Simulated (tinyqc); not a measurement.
Bound state in one dimension: Numerov shooting, finite differences, DVR, step by step. Computed by tinyqc, a small Python program that keeps every step. Settings: points = 64. Command: `OMP_NUM_THREADS=1 python tinyqc.py 28338 28339 out.jsonl` (the two numbers bound the seeds that draw the settings). One thread of a shared host (Intel(R) Xeon(R) Processor @ 2.60GHz), about 0.01 s of CPU time with the checks.

## Numerov steps at E = 0.1

One particle of mass 1 in V = 5.4 (x^2 - 1.77^2)^2 / 1.77^4 (atomic units), psi = 0 at both ends:
```
parameter                 value
left end              -3.400000
right end              3.400000
intervals                    64
h                      0.106250
state sought (nodes)          3
```

k_i = 2 m (E - V_i); (1 + h^2 k_(i+1)/12) y_(i+1) = 2 (1 - 5 h^2 k_i/12) y_i - (1 + h^2 k_(i-1)/12) y_(i-1), from y_0 = 0, y_1 = 0.001.

Points along the way:
```
i           x          V           k         y
0   -3.400000  39.071222  -77.942443  0.000000
1   -3.293750  32.754626  -65.309252  0.001000
2   -3.187500  27.168914  -54.137828  0.002755
3   -3.081250  22.262760  -44.325520  0.006234
4   -2.975000  17.986523  -35.773046  0.012886
5   -2.868750  14.292243  -28.384487  0.024798
21  -1.168750   1.717656   -3.235312  1.720231
22  -1.062500   2.209497   -4.218994  1.984044
23  -0.956250   2.707784   -5.215568  2.343339
24  -0.850000   3.196531   -6.193062  2.842044
25  -0.743750   3.661434   -7.122868  3.541560
26  -0.637500   4.089872   -7.979744  4.528949
```

## Bisection on the node count

With more sign changes than the state has nodes (the last point included) the energy is too high, else too low; the bracket starts as 0.1 to 12.

Trials:
```
trial           E  sign changes  y at the right end   next
1      6.05000000             4            5.71e+00  lower
2      3.07500000             2            6.57e+02  raise
3      4.56250000             2            1.96e+00  raise
4      5.30625000             4            4.04e+00  lower
5      4.93437500             3           -9.31e-01  raise
6      5.12031250             4            1.48e+00  lower
7      5.02734375             4            1.74e-01  lower
8      4.98085937             3           -4.16e-01  raise
9      5.00410156             3           -1.28e-01  raise
10     5.01572266             4            2.12e-02  lower
11     5.00991211             3           -5.40e-02  raise
12     5.01281738             3           -1.65e-02  raise
13     5.01427002             4            2.34e-03  lower
14     5.01354370             3           -7.09e-03  raise
...           ...           ...                 ...    ...
29     5.01408997             3           -1.29e-07  raise
30     5.01408998             4            1.52e-08  lower
31     5.01408997             3           -5.67e-08  raise
```

eigenvalue = 5.01408997 hartree

## The same grid by other methods

Three-point finite differences and the sine-DVR kinetic matrix of Colbert and Miller on the same points.

Lowest levels (hartree):
```
state  finite differences       DVR
0                1.757248  1.761442
1                1.767788  1.771950
2                4.618471  4.628983
3                4.996465  5.014207
4                6.767761  6.796301
5                8.253952  8.311439
```
